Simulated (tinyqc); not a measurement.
# Long-channel MOSFET, surface-potential model: effects of single changes

n-channel transistor on a uniformly doped p-type body, gradual-channel approximation, constant mobility, Boltzmann statistics, full ionisation. Potentials are counted from the neutral body; V is the electron quasi-Fermi potential, Vsb at the source and Vsb + Vds at the drain. Charges are magnitudes per area.

Values chosen for this exercise; material values close to those of silicon: temperature T = 300 K; band gap Eg = 1.13 eV; relative permittivity of the semiconductor eps_r = 11.7; conduction-band density of states at T Nc = 2.76e19 cm^-3; valence-band density of states at T Nv = 2.67e19 cm^-3; acceptor density of the body Na = 6.8e17 cm^-3; relative permittivity of the gate insulator eox = 3.85; insulator thickness tox = 4.7 nm; flat-band voltage Vfb = -0.4 V; channel mobility mu = 550 cm^2/(V s); gate width W = 5 um; gate length L = 0.5 um; source-body reverse bias Vsb = 1 V; drain-source voltage Vds = 0.1 V.

Constants: q = 1.602176634e-19 C, kB = 1.380649e-23 J/K, Vt = kB T/q, eps0 = 8.8541878128e-14 F/cm where lengths are in cm. Results are converted to the units shown.

Each table varies one quantity; the others keep the values above.

## Output curve

ni = sqrt(Nc Nv) exp(-Eg/(2 Vt)), Eg in volts; phiF = Vt ln(Na/ni); Cox = eps0 eox/tox; gamma = sqrt(2 q eps0 eps_r Na)/Cox. The surface potential psi at channel potential V solves Vgs + Vsb - Vfb - psi = gamma sqrt(G), G = psi - Vt + Vt exp((psi - 2 phiF - V)/Vt). Charge sheet: Qi = Cox gamma [sqrt(G) - sqrt(psi - Vt)]; I = mu (W/L) [integral of Qi dpsi from psi_0 to psi_L (drift) + Vt (Qi0 - QiL) (diffusion)], with psi_0 at V = Vsb and psi_L at V = Vsb + Vds. Pao-Sah: Qi(V) = (Cox gamma/2) integral from 3 Vt to psi of exp((u - 2 phiF - V)/Vt)/sqrt(G(u, V)) du, and I = mu (W/L) integral of Qi dV from Vsb to Vsb + Vds. Square law: VT = Vfb + 2 phiF + gamma sqrt(2 phiF + Vsb), m = 1 + gamma/(2 sqrt(2 phiF + Vsb)), I = mu Cox (W/L) [(Vgs - VT) v - m v^2/2] with v the smaller of Vds and (Vgs - VT)/m, and zero below VT.

In this table Vgs = 1.83 V.

Results:
```
Vds (V)  psi_L (V)  QiL (nC/cm^2)  I, charge sheet (uA)  I, Pao-Sah (uA)  I, square law (uA)
0.05         2.084          149.6                 46.09            46.75               69.31
0.11         2.134          104.9                 87.67            88.93               136.2
0.16         2.173          70.05                 111.5            113.1               178.4
0.22         2.214          33.87                 128.3            130.1               212.8
0.33         2.250          1.966                 136.4            138.2               231.2
0.38         2.252         0.3058                 136.6            138.5               231.2
0.43         2.252        0.04472                 136.6            138.5               231.2
0.49         2.253       0.004399                 136.6            138.5               231.2
```

Estimate the missing row, Vds = 0.27 V.

Computed row:
```
Vds (V)  psi_L (V)  QiL (nC/cm^2)  I, charge sheet (uA)  I, Pao-Sah (uA)  I, square law (uA)
0.27         2.238          12.55                 134.4            136.2               227.9
```

With this row back in the table: The Pao-Sah current rises from 46.8 to 139 uA, while the charge at the drain end falls from 150 to 0.00440 nC/cm^2. The current first comes within 1 % of its last value at Vds = 0.33 V among the rows listed; the square law saturates at (Vgs - VT)/m = 0.306 V. Over the last two rows psi_L moves by less than 1 mV: the drain has lost hold of the surface potential, so the current no longer grows. In the last row the charge sheet is 1.4 % below Pao-Sah and the square law 67 % above it. In every row the surface electron density at the source passes 0.3 Nc, where degeneracy and quantisation, left out here, matter. For Vds = 0.33 to 0.49 V mu V/L, with V the smaller of Vds and (Vgs - VT)/m, passes 3e6 cm/s, so velocity saturation would lower the current.

## Transfer curve from weak to strong inversion

Same model as above.

gm = dI/dVgs of the charge-sheet current.

Transfer curve from weak to strong inversion:
```
Vgs (V)  I, charge sheet (uA)  I, Pao-Sah (uA)  drift share (%)  gm/I (1/V)  I, square law (uA)
1.25                 0.001461         0.001472          0.02290       30.78                   0
1.34                  0.02340          0.02357           0.3657       30.80                   0
1.43                   0.3607           0.3634            5.150       29.41                   0
1.51                    3.022            3.051            26.75       22.70               5.504
1.6                     14.95            15.14            57.02       13.31               34.56
1.69                    37.36            37.88            75.18       7.689               70.46
1.77                    61.92            62.81            83.21       5.208               102.4
1.86                    91.95            93.27            88.00       3.726               138.3
1.95                    123.3            125.1            90.77       2.871               174.2
```

The charge-sheet current rises from 0.00146 to 123 uA. In the first row gm/I is 30.8 1/V, a swing of 74.8 mV a decade, against Vt ln 10 = 59.5 mV a decade for an ideal gate; in the last it is 2.87 1/V. Drift passes half of the current at Vgs = 1.6 V among the rows listed (VT = 1.45 V). The charge sheet departs most from Pao-Sah at Vgs = 1.86 V, where it is 1.4 % below it. In the last row the square law is 39 % above Pao-Sah. For Vgs = 1.6 to 1.95 V the surface electron density at the source passes 0.3 Nc, where degeneracy and quantisation, left out here, matter.

Computed by the program tinyqc: `OMP_NUM_THREADS=1 python tinyqc.py 2360001 2360002 out.jsonl`, one thread of a shared Intel Xeon 2.30GHz, about 0.04 s for the whole run.
